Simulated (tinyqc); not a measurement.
Worked calculation: Hubbard ring of 4 sites. Computed by tinyqc, a small Python program that keeps every step. Settings: hopping = 0.5, U = 9.3, mixing = 0.5, iteration cap = 55. Command: `OMP_NUM_THREADS=1 python tinyqc.py 24530 24531 out.jsonl` (the two numbers bound the seeds that draw the settings). One thread of a shared host (Intel(R) Xeon(R) Processor @ 2.60GHz), about 0.2 s of CPU time with the checks. Later iterations appear only in the table of the cycle.

## Mean-field iteration 1

one-body matrix (hopping and site energies) (eV), lower triangle:
```
,1,2,3,4
1,0.000000
2,-0.500000,0.000000
3,0.000000,-0.500000,0.000000
4,-0.500000,0.000000,-0.500000,0.000000
```

U = 9.300000 eV

electrons, up and down: 2  2

mixing = 0.500000

n(up) at the start (a guess, not normalised): 1 0.950000, 2 0.050000, 3 0.950000, 4 0.050000

n(down) at the start (a guess): 1 0.050000, 2 0.950000, 3 0.050000, 4 0.950000

H(up) = T + U n(down), H(down) = T + U n(up); fill the lowest levels; n(new) = n + mixing (n(out) - n); E = tr T (rho up + rho down) + U sum n_up n_down of the output.

levels, up (eV): 0.347184  0.465000  8.835000  8.952816

levels, down (eV): 0.347184  0.465000  8.835000  8.952816

energy = -0.211911 eV

n(up) after iteration 1: 1 0.971577, 2 0.028423, 3 0.971577, 4 0.028423

n(down) after iteration 1: 1 0.028423, 2 0.971577, 3 0.028423, 4 0.971577

## Mean-field iteration 2

As before.

levels, up (eV): 0.151767  0.264331  9.035669  9.148233

levels, down (eV): 0.151767  0.264331  9.035669  9.148233

energy = -0.213353 eV

n(up) after iteration 2: 1 0.982661, 2 0.017339, 3 0.982661, 4 0.017339

n(down) after iteration 2: 1 0.017339, 2 0.982661, 3 0.017339, 4 0.982661

## Mean-field iteration 3

As before.

levels, up (eV): 0.051215  0.161256  9.138744  9.248785

levels, down (eV): 0.051215  0.161256  9.138744  9.248785

energy = -0.213696 eV

n(up) after iteration 3: 1 0.988339, 2 0.011661, 3 0.988339, 4 0.011661

n(down) after iteration 3: 1 0.011661, 2 0.988339, 3 0.011661, 4 0.988339

## Convergence

Each step fills the lowest levels of T + U n(other spin) and sets n(new) = n + mixing (n(out) - n); stop when output and input agree to 1e-8.

Course of the cycle:
```
iteration,E (eV),largest |n(out) - n(in)|,mean |n_up - n_down|
1,-0.21191054,4.32e-02,0.986309
2,-0.21335306,2.22e-02,0.987488
3,-0.21369589,1.14e-02,0.988036
4,-0.21378131,5.81e-03,0.988303
5,-0.21380310,2.97e-03,0.988436
6,-0.21380873,1.52e-03,0.988503
7,-0.21381019,7.77e-04,0.988538
8,-0.21381057,3.97e-04,0.988555
9,-0.21381067,2.03e-04,0.988564
10,-0.21381069,1.04e-04,0.988568
11,-0.21381070,5.31e-05,0.988571
...,...,...,...
14,-0.21381070,7.09e-06,0.988573
15,-0.21381070,3.62e-06,0.988573
16,-0.21381070,1.85e-06,0.988573
17,-0.21381070,9.47e-07,0.988573
18,-0.21381070,4.84e-07,0.988573
19,-0.21381070,2.47e-07,0.988573
20,-0.21381070,1.26e-07,0.988573
21,-0.21381070,6.46e-08,0.988573
22,-0.21381070,3.30e-08,0.988573
23,-0.21381070,1.69e-08,0.988573
24,-0.21381070,8.63e-09,0.988573
```

local moments n_up - n_down: 1 0.988573, 2 -0.988573, 3 0.988573, 4 -0.988573

Converged in 24 iterations. Before convergence this energy mixes input and output and is not variational, so it may rise towards its limit.

## Exact diagonalisation (36 states)

Lowest levels of the sector, and the double occupancy of the lowest state.

lowest levels (eV): -0.313778  -0.214944  -0.108134  -0.106312  -0.106312  0.000000

double occupancy per site = 0.007988

The mean-field solution above lies 0.1000 eV above the exact energy.

## The lowest level by Lanczos steps

From a random start vector (not printed): a_j = <q_j|H|q_j>, b_j = norm of the remainder after orthogonalising; the Ritz value is the lowest eigenvalue of the tridiagonal matrix of a and b so far.

Lanczos:
```
j,a_j (eV),b_j (eV),lowest Ritz value (eV)
1,7.917007,4.685308,7.91700658
2,6.838299,7.522862,2.66140322
3,12.763631,1.523658,-0.21900593
4,9.490123,1.680007,-0.26753820
5,5.879940,6.772632,-0.26995262
6,10.481805,5.671031,-0.27636477
7,12.091172,0.651209,-0.31291492
8,9.196090,1.434648,-0.31365589
9,9.344571,6.086762,-0.31367317
10,9.838080,7.010129,-0.31368406
```
